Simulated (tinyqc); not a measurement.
# Bandgap voltage reference from two bipolar transistors: effect of the temperature coefficient of both resistors

Two transistors of area 1 and N carry the same current I. Is(T) = Is (T/T0)^eta exp[(Vg0 q/kB)(1/T0 - 1/T)], VBE1 = Vt ln(I/Is(T)) + I rb, VBE2 = Vt ln(I/(N Is(T))) + I rb/N. The amplifier forces I R1(T) = VBE1 - VBE2 + Vos, with R(T) = R (1 + tc (T - T0)) for both resistors, and the output is Vref = VBE1 + I R2(T). Base currents and the Early effect are neglected.

Vt = kB T/q; I = (Vt ln N + Vos)/(R1(T) - rb (1 - 1/N)). Box coefficient: span of Vref between 233 and 398 K over its average over T and over 165 K. The last column is the R2 that gives zero slope at T0.

Values chosen for this exercise; values of the order met in silicon bipolar transistors:

| symbol | value | unit | meaning |
|---|---|---|---|
| T0 | 300 | K | reference temperature |
| Vg0 | 1.157 | V | band-gap voltage extrapolated to 0 K |
| eta | 3.1 |  | temperature exponent of the saturation current |
| Is | 3.2e-18 | A | saturation current of the unit transistor at T0 |
| N | 10 |  | area ratio of the second transistor |
| R1 | 6.8 | kohm | resistor across which the difference of VBE falls, at T0 |
| Vos | 0 | mV | offset of the amplifier |
| rb | 0 | ohm | series resistance of the unit transistor |
| R2 | 50.44 | kohm | output resistor at T0 |

Constants: q = 1.602176634e-19 C, kB = 1.380649e-23 J/K. Results are converted to the units shown.

Results:
```
tc (ppm/K)  I at T0 (uA)  Vref at T0 (V)  slope at T0 (uV/K)  box coefficient (ppm/K)  R2 for zero slope (kohm)
-2000              8.754           1.182              -46.33                    37.59                     52.03
-1000              8.754           1.182              -72.18                    64.15                     52.91
0                  8.754           1.182              -98.03                    89.05                     53.80
2000               8.754           1.182              -149.7                    135.6                     55.57
3000               8.754           1.182              -175.6                    157.8                     56.46
```

Estimate the missing row, tc = 1000 ppm/K.

Computed row:
```
tc (ppm/K)  I at T0 (uA)  Vref at T0 (V)  slope at T0 (uV/K)  box coefficient (ppm/K)  R2 for zero slope (kohm)
1000               8.754           1.182              -123.9                    112.7                     54.69
```

With this row back in the table: As tc goes from -2000 to 3000, Vref stays at 1.182 V and the box coefficient rises from 37.6 to 158 ppm/K.

Computed by the program tinyqc: `OMP_NUM_THREADS=1 python tinyqc.py 2062111 2062112 out.jsonl`, one thread of a shared Intel Xeon 2.30GHz, about 0.02 s for the whole run.
